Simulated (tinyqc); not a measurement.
# Energy and delay of logic against supply voltage: energy and delay against supply voltage

One expression serves below and above threshold: I(Vg) = Ik [ln(1 + exp((Vg - VT + dd V)/(al nf Vt)))]^al, with I_on = I(V) and I_off = I(0). Gate delay td = kd C V/I_on, clock period LD td. Per gate and cycle the switching energy is act C V^2 and the leakage energy I_off V LD td. No short-circuit current, no variation. Minima are sought above 0.09 V; below a few Vt gates no longer switch and the model has no meaning.

EDP = energy times td.

Parameters, values chosen for the exercise; values of the order met in logic technologies:
- T = 300 K (temperature)
- VT = 0.32 V (threshold voltage at zero drain bias)
- nf = 1.19 (slope factor)
- dd = 0.1 (barrier lowering per volt of supply)
- Ik = 2 uA (specific current of a gate)
- al = 1.25 (exponent of the current law)
- C = 1.7 fF (load capacitance of a gate)
- kd = 0.8 (delay factor)
- LD = 16 (logic depth)
- act = 0.3 (activity factor)

Constants: q = 1.602176634e-19 C, kB = 1.380649e-23 J/K, Vt = kB T/q. Results are converted to the units shown.

Result of one run:
```
I_on (uA)  I_off (nA)  td (ps)  switching (aJ)  leakage (aJ)  energy (aJ)  EDP (fJ ps)
0.01283       0.09891  1.590e4           11.47         3.776        15.25        242.6
```

Which supply voltage V gave this result: 0.15, 0.5, 0.85, 1.08 or 1.2 V?

V = 0.15 V.

The whole series:
```
V (V)  I_on (uA)  I_off (nA)  td (ps)  switching (aJ)  leakage (aJ)  energy (aJ)  EDP (fJ ps)
0.15     0.01283     0.09891  1.590e4           11.47         3.776        15.25        242.6
0.27      0.7130      0.1461    515.0           37.18        0.3250        37.50        19.32
0.38       6.679      0.2089    77.38           73.64       0.09826        73.74        5.706
0.5        18.72      0.3085    36.33           127.5       0.08965        127.6        4.635
0.62       32.98      0.4555    25.57           196.0        0.1155        196.2        5.015
0.73       47.29      0.6512    20.99           271.8        0.1597        271.9        5.709
0.85       63.96      0.9615    18.07           368.5        0.2363        368.7        6.664
0.97       81.56       1.419    16.17           479.9        0.3563        480.2        7.767
1.08       98.40       2.028    14.93           594.9        0.5232        595.4        8.887
1.2        117.4       2.993    13.90           734.4        0.7986        735.2        10.22
```

td falls from 15900 to 13.9 ps; the energy rises from 15.3 to 735 aJ and the EDP goes from 243 through a minimum of 4.64 (at V = 0.5 V among the rows listed) to 10.2 fJ ps. The exact minima lie at V = 0.104 V for the energy and 0.498 V for the EDP. Going from 1.2 V to the energy minimum saves a factor of 54.3 in energy and costs a factor of 4090 in delay.

Program tinyqc, `OMP_NUM_THREADS=1 python tinyqc.py 2082007 2082008 out.jsonl`; Intel Xeon 2.30GHz, shared host, one thread, about 0.01 s.
